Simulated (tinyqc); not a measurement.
Inside a calculation. Model: current crowding under a contact, resistor ladder against the transmission-line model.

tinyqc, about 0.01 s, one thread, Intel Xeon 2.30GHz (shared host): `OMP_NUM_THREADS=1 python tinyqc.py 2760055 2760056 out.jsonl` Printed values are rounded.

A metal contact of length d and width W on a thin layer of the same width. The metal has no resistance, the sheet resistance under it equals Rsh, and current enters the layer at the front edge x = 0.

Values chosen for this exercise:
```
symbol   value      unit                                      meaning
Rsh        230    ohm/sq  sheet resistance of the semiconductor layer
rc      4.9e-9  ohm cm^2                 specific contact resistivity
d        0.069        um                               contact length
W            6        um                                contact width
n            6                                                  cells
I            1        mA                                      current
```

## Conductances of the ladder

Cut the contact into n cells of length hc = d/n. Neighbouring cell centres are joined by a = W/(Rsh hc), each centre joins the metal (0 V) by g = W hc/rc, and I enters cell 1 through half a cell: -a v_(i-1) + b_i v_i - a v_(i+1) = I for i = 1 and 0 otherwise, b_i = g + 2 a (g + a at both ends). Rc = v_1/I + 1/(2 a).

a = 2.26843 S
g = 0.140816 S
b_i, cell 1 to 6 (S): [2.40925, 4.67768, 4.67768, 4.67768, 4.67768, 2.40925]

## Voltages and the share of the current

Cut the contact into n cells of length hc = d/n. Neighbouring cell centres are joined by a = W/(Rsh hc), each centre joins the metal (0 V) by g = W hc/rc, and I enters cell 1 through half a cell: -a v_(i-1) + b_i v_i - a v_(i+1) = I for i = 1 and 0 otherwise, b_i = g + 2 a (g + a at both ends). Rc = v_1/I + 1/(2 a). Cell i passes g v_i to the metal.

```
cell  v_i (mV)  share of the current (%)
1      1.75299                   24.6849
2      1.42097                   20.0096
3      1.17717                   16.5765
4      1.00644                   14.1723
5      0.89819                   12.6479
6      0.84569                   11.9087
```

Rc of the ladder = 1.97341 ohm

The first cell passes 24.7 % of the current and the last 11.9 %; an even spread would give 16.7 % each.

## The transmission-line result

Transfer length Lt = sqrt(rc/Rsh); front resistance Rc = (Rsh Lt/W) coth(d/Lt); end resistance Re = (Rsh Lt/W)/sinh(d/Lt). v(x) = I (Rsh Lt/W) cosh((d - x)/Lt)/sinh(d/Lt) at the cell centres x = (i - 1/2) d/n.

Lt = 0.0461566 um
Rc = 1.95675 ohm
Re = 0.835645 ohm
v(x), cell 1 to 6 (mV): [1.75096, 1.41825, 1.17402, 1.00306, 0.89469, 0.84214]

The ladder's Rc is 0.85 % above this value, with cells 0.25 Lt long.
